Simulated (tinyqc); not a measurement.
Chemically amplified photoresist: aerial image, acid generation, bake, development and line width: one step, computed by the program tinyqc.

Lines and spaces of pitch p with a two-beam-like image; x = 0 is the middle of the bright space. The resist is positive and treated as uniform in depth.

Problem. Acid image and its blur. Dose E(x) = E [1 + c cos(2 pi x/p)]; acid h = 1 - exp(-C E(x)). Bake: the acid image is blurred by a Gaussian of variance sigma^2 = 2 D t (each Fourier term k of h, taken on 64 points, is multiplied by exp(-4 pi^2 k^2 D t/p^2)). Cosine coefficients: h(x) = sum_k h_k cos(2 pi k x/p).

Inputs (values chosen for the exercise, for a model resist at 13.5 nm): pitch p = 33 nm; image contrast c = 0.51; mean dose E = 22.2 mJ/cm^2; Dill parameter C = 0.038 cm^2/mJ; acid diffusivity D = 0.17 nm^2/s; bake time t = 45 s.

Give: diffusion length sigma = sqrt(2 D t); h_0 to h_4 before the bake; h_0 to h_4 after the blur; blur factor of the first harmonic.

Solution.

diffusion length sigma = sqrt(2 D t) = 3.912 nm

h_0 to h_4 before the bake: [0.5497, 0.1894, -0.0202, 0.0014, -0.0001]

h_0 to h_4 after the blur: [0.5497, 0.1435, -0.0067, 0.0001, 0.0000]

blur factor of the first harmonic = 0.7578

sigma/p = 0.119; the blur keeps 76 % of the modulation.
